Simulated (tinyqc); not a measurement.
What grading buys: minority-electron transport through the base of a bipolar transistor (Moll-Ross and Kroemer integrals). Computed by tinyqc, a small Python program. Command: `OMP_NUM_THREADS=1 python tinyqc.py 3028482 3028483 out.jsonl base walk`. One thread of a shared host (Intel(R) Xeon(R) Processor @ 2.30GHz), about 0.01 s of CPU time with the checks.

Low injection, one dimension, x from the emitter edge (0) to the collector edge (W), s = x/W. Recombination is treated as a small correction (valid for tau_B well below tau_n), computed from the stored charge.

Inputs (values chosen for the exercise, modelled on silicon):

| quantity | value | unit |
|---|---|---|
| base doping at the emitter edge N_0 | 4.5e+18 | 1/cm^3 |
| base width W | 120 | nm |
| mu_min | 200 | cm^2/(V s) |
| mu_max | 1380 | cm^2/(V s) |
| N_ref | 1.6e+17 | 1/cm^3 |
| saturation velocity v_s | 0.83 | 1e7 cm/s |
| temperature T | 300 | K |
| doping ratio N_0/N(W) | 11 | - |

Base doping profile: Gaussian. Gap grading: linear. Exit of the base: saturation velocity.

Constants: k_B = 8.617333262e-05 eV/K.

Method. N(x) = N_0 (ratio)^(-s^2); n_i(x)^2 = n_i^2 exp(s dE_g/k_B T); D(x) = (k_B T/e) mu, mu = mu_min + (mu_max - mu_min)/(1 + (N/N_ref)^0.7). With y(x) = N n_i^2/(D n_i(x)^2): base Gummel number G_B = int_0^W y dx + N(W) n_i^2/(v_s n_i(W)^2); J_C = e n_i^2 exp(e V_BE/k_B T)/G_B; n(x) = (J_C/e)(n_i(x)^2/(N n_i^2)) [int_x^W y dx + the same exit term]; transit time tau_B = (e/J_C) int n dx; trapezoid rule on 401 even points.

The same base with other gradings:

| dE_g (meV) | dE_g/k_B T | G_B (s/cm^4) | J_C gain | tau_B (ps) | speed gain |
|---|---|---|---|---|---|
| 0 | 0.000 | 3.5143e+12 | 1.0000 | 4.2444 | 1.0000 |
| 25 | 0.967 | 2.6379e+12 | 1.3322 | 3.4782 | 1.2203 |
| 50 | 1.934 | 2.0677e+12 | 1.6996 | 2.9296 | 1.4488 |
| 75 | 2.901 | 1.6783e+12 | 2.0940 | 2.5221 | 1.6829 |
| 100 | 3.868 | 1.4006e+12 | 2.5091 | 2.2097 | 1.9208 |
| 150 | 5.802 | 1.0390e+12 | 3.3825 | 1.7659 | 2.4036 |
| 200 | 7.736 | 8.1848e+11 | 4.2937 | 1.4678 | 2.8917 |
| 300 | 11.605 | 5.6896e+11 | 6.1767 | 1.0952 | 3.8754 |

At 100 meV J_C rises by a factor 2.51 and the transit is 1.92 times faster; at 300 meV the factors are 6.18 and 3.88. For a uniform base without exit term both tend to be linear in dE_g/k_B T, J_C as x/(1 - exp(-x)) and the speed as x/2. From 300 meV on the mean velocity W/tau_B exceeds v_s, so those speed gains are overstated.
